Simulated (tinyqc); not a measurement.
Pariser-Parr-Pople SCF with singles CI, for the molecule NC1=CC=CC=C(O)C=C1 (SMILES; centres numbered as the heavy atoms are written), step by step. One step of it, computed by the program tinyqc.

Problem. Iteration 2: orbitals and new P. Diagonalise F (the basis is taken as orthonormal) and form P = 2 sum c c over the lowest orbitals.

F (eV), order 1N, 2C, 3C, 4C, 5C, 6C, 7C, 8O, 9C, 10C:
```
[[-7.736928, -4.434884, 1.193731, -0.121902, -0.155136, 0.051146, 0.204698, -0.254779, 0.417534, 0.165884],
 [-4.434884, -4.129267, -5.156117, 0.487982, 0.241391, -0.181130, -0.244427, 0.314062, -0.244460, -3.698121],
 [1.193731, -5.156117, -2.294946, -3.827287, 0.248174, 0.019903, -0.188936, -0.054033, 0.404517, 0.563831],
 [-0.121902, 0.487982, -3.827287, -2.603666, -4.527376, 0.604483, 0.705787, -0.467978, 0.003079, -0.358388],
 [-0.155136, 0.241391, 0.248174, -4.527376, -3.008739, -5.473328, -0.150492, 0.470962, 0.031775, -0.094942],
 [0.051146, -0.181130, 0.019903, 0.604483, -5.473328, -6.342177, -4.493786, 0.410124, 0.018688, 0.289270],
 [0.204698, -0.244427, -0.188936, 0.705787, -0.150492, -4.493786, -8.660703, -5.308474, -3.512920, 0.029404],
 [-0.254779, 0.314062, -0.054033, -0.467978, 0.470962, 0.410124, -5.308474, -16.837357, -0.482398, 0.303306],
 [0.417534, -0.244460, 0.404517, 0.003079, 0.031775, 0.018688, -3.512920, -0.482398, -6.619451, -5.718948],
 [0.165884, -3.698121, 0.563831, -0.358388, -0.094942, 0.289270, 0.029404, 0.303306, -5.718948, -5.926466]]
```

pi electrons, sum of z_r less the charge = 12

Give: orbital energies; P after iteration 2.

Solution.

orbital energies (eV): [-20.0534, -13.8481, -12.3320, -10.9770, -8.2801, -5.6640, -2.9491, 0.7556, 3.2021, 5.9863]

P after iteration 2, order 1N, 2C, 3C, 4C, 5C, 6C, 7C, 8O, 9C, 10C:
```
[[1.6448, 0.5287, -0.3855, -0.1953, 0.1260, 0.1344, -0.1842, 0.1158, -0.1761, 0.0749],
 [0.5287, 1.0510, 0.7457, 0.0778, -0.2042, -0.0523, 0.2016, -0.1167, -0.0018, 0.2391],
 [-0.3855, 0.7457, 1.1227, 0.4352, -0.0725, -0.0723, 0.1528, -0.0272, -0.2314, -0.0522],
 [-0.1953, 0.0778, 0.4352, 0.8581, 0.6821, 0.0753, -0.4334, 0.2291, -0.0511, 0.1799],
 [0.1260, -0.2042, -0.0725, 0.6821, 1.0255, 0.6525, -0.1869, 0.0181, 0.0167, 0.1001],
 [0.1344, -0.0523, -0.0723, 0.0753, 0.6525, 1.0719, 0.6640, -0.2447, -0.0055, -0.1914],
 [-0.1842, 0.2016, 0.1528, -0.4334, -0.1869, 0.6640, 1.2982, 0.2613, 0.2639, -0.1076],
 [0.1158, -0.1167, -0.0272, 0.2291, 0.0181, -0.2447, 0.2613, 1.8883, -0.0031, -0.0460],
 [-0.1761, -0.0018, -0.2314, -0.0511, 0.0167, -0.0055, 0.2639, -0.0031, 1.0331, 0.9175],
 [0.0749, 0.2391, -0.0522, 0.1799, 0.1001, -0.1914, -0.1076, -0.0460, 0.9175, 1.0064]]
```
